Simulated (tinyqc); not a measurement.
## On-chip interconnect, size-dependent resistivity and RC delay: course in time

A rectangular line between two neighbours and two ground planes. Surface and grain-boundary scattering are added to the bulk resistivity as corrections; capacitances are parallel-plate values without fringing; inductance is ignored.

5 equal pi sections: series Rs = r Lw/5; node capacitances c Lw/5, halved at nodes 0 and 5, with Cl added to node 5; Rd feeds node 0. Elmore delay of node k: the sum, over the resistors on the path to k, of resistance times all capacitance downstream of it.

A 1 V step is applied behind Rd at t = 0. C dv/dt = -G v + b, with G the conductance matrix of the ladder (1/Rs between neighbours, 1/Rd added at node 0) and b = (1 V/Rd, 0, ...). Backward Euler step: (C/dt + G) v(new) = (C/dt) v + b. The last column solves the same ladder exactly by its modes.

Values chosen for this exercise: driver resistance Rd = 1100 ohm; time step dt = 22 ps.

Rs = 1237.46 ohm
C, node 0 to 5 (fF): 1.42331  2.84662  2.84662  2.84662  2.84662  5.02331

Voltages (V):
```
t (ps)   node 0   node 2   node 5  node 5, exact
22.000  0.73627  0.34063  0.13401        0.12066
44.000  0.84347  0.53686  0.30415        0.34004
66.000  0.88781  0.65676  0.45729        0.51228
88.000  0.91573  0.73989  0.58130        0.63998
110.00  0.93580  0.80130  0.67820        0.73428
132.00  0.95087  0.84780  0.75300        0.80387
154.00  0.96234  0.88331  0.81050        0.85524
176.00  0.97112  0.91051  0.85463        0.89316
198.00  0.97785  0.93136  0.88849        0.92114
220.00  0.98301  0.94735  0.91447        0.94180
242.00  0.98697  0.95962  0.93439        0.95704
264.00  0.99000  0.96902  0.94968        0.96829
```

What do the numbers show?

The far end of the ladder reaches 0.5 V at 64.20 ps, 0.747 of its Elmore delay (ln 2 = 0.693 for a single pole); the slowest mode has a time constant of 72.44 ps. The largest error of the backward Euler steps at that node is 59 mV.

Numbers from tinyqc (`OMP_NUM_THREADS=1 python tinyqc.py 2100105 2100106 out.jsonl`; about 0.01 s on one thread of a shared Intel Xeon 2.30GHz).
